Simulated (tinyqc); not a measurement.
# Planar ballistic transistor, top-of-the-barrier model: two studies

At the top of the source barrier, states moving towards the drain are filled by the source (Fermi level 0) and states moving back by the drain (Fermi level -q Vd); nothing scatters. U is the shift of the band edge there, set by the capacitances CG, CD and CS (the total) and by the charge. Parabolic two-dimensional band; the source is grounded.

Parameters, values chosen for the exercise; mass and valleys close to those of gallium nitride: temperature T = 350 K; effective mass m = 0.202 m0; valley degeneracy gv = 1; relative permittivity of the gate insulator eox = 3.9; insulator thickness tox = 2.1 nm; gate control CG/CS aG = 0.88; drain control CD/CS aD = 0.033; band edge at the barrier top above the source Fermi level at zero bias E0 = 0.33 eV.

Constants: q = 1.602176634e-19 C, kB = 1.380649e-23 J/K, hbar = 1.054571817e-34 J s, m0 = 9.1093837015e-31 kg, Vt = kB T/q, eps0 = 8.8541878128e-14 F/cm where lengths are in cm. Results are converted to the units shown.

Each table varies one quantity; the others keep the values above.

## Effect of the effective mass

N0 = gv m kB T/(pi hbar^2), CG = eps0 eox/tox, vT = sqrt(2 kB T/(pi m)), CS = CG/aG, n0 = n at U = 0 and Vd = 0. eta1 = -(E0 + U)/Vt, eta2 = eta1 - Vd/Vt, n = (N0/2)[F_0(eta1) + F_0(eta2)], F_0(x) = ln(1 + exp x). U = UL + q (n - n0)/CS with UL = -(aG Vg + aD Vd), energies in eV. I = q (N0/2) vT [F_(1/2)(eta1) - F_(1/2)(eta2)] per width, F_(1/2)(x) = (2/sqrt(pi)) int_0^infinity u^(1/2)/(1 + exp(u - x)) du. CQ = (q/Vt) dn/d(eta1). E0 is held fixed.

In this table Vg = 0.5 V, Vd = 0.5 V.

Effect of the effective mass:
```
m (m0)     eta1  n (cm^-2)  I (uA/um)  mean velocity I/(q n) (cm/s)   CQ/CS
0.02      3.076   3.933e11      384.0                       6.095e7  0.3424
0.032     2.641   5.463e11      403.5                       4.610e7  0.5350
0.05      2.161   7.151e11      402.0                       3.509e7  0.8030
0.08      1.618   9.064e11      380.7                       2.621e7   1.196
0.13      1.050   1.106e12      344.3                       1.943e7   1.725
0.2      0.5631   1.277e12      306.7                       1.499e7   2.282
0.32    0.05686   1.455e12      265.5                       1.139e7   2.947
0.5     -0.3998   1.616e12      229.1                       8.847e6   3.594
0.8     -0.8602   1.778e12      194.8                       6.837e6   4.259
```

Read the table: what changes, and by how much?

As m goes from 0.02 to 0.8 m0, n rises from 3.93e11 to 1.78e12 cm^-2, the mean velocity falls from 6.10e7 to 6.84e6 cm/s and the current goes from 384 through a maximum of 404 (at m = 0.032 m0 among the rows listed) to 195 uA/um. CQ/CS goes from 0.34 to 4.3. A light mass gives fast carriers but too few states, a heavy one charge but slow carriers, hence the maximum between.

## Effect of the valley degeneracy

Same model as above.

CQ = (q/Vt) dn/d(eta1). E0 is held fixed.

In this table Vg = 0.5 V, Vd = 0.5 V.

Effect of the valley degeneracy:
```
gv     eta1  n (cm^-2)  I (uA/um)  mean velocity I/(q n) (cm/s)  CQ/CS
1    0.5521   1.281e12      305.8                       1.490e7  2.296
2   -0.1844   1.540e12      347.9                       1.410e7  3.285
3   -0.5904   1.683e12      371.5                       1.378e7  3.869
4   -0.8698   1.781e12      388.2                       1.360e7  4.273
6    -1.254   1.917e12      411.8                       1.341e7  4.819
```

What does the table show?

As gv goes from 1 to 6, n rises from 1.28e12 to 1.92e12 cm^-2, the mean velocity falls from 1.49e7 to 1.34e7 cm/s and the current rises from 306 to 412 uA/um. CQ/CS goes from 2.3 to 4.8.

Program tinyqc, `OMP_NUM_THREADS=1 python tinyqc.py 2400112 2400113 out.jsonl`; Intel Xeon 2.30GHz, shared host, one thread, about 0.02 s.
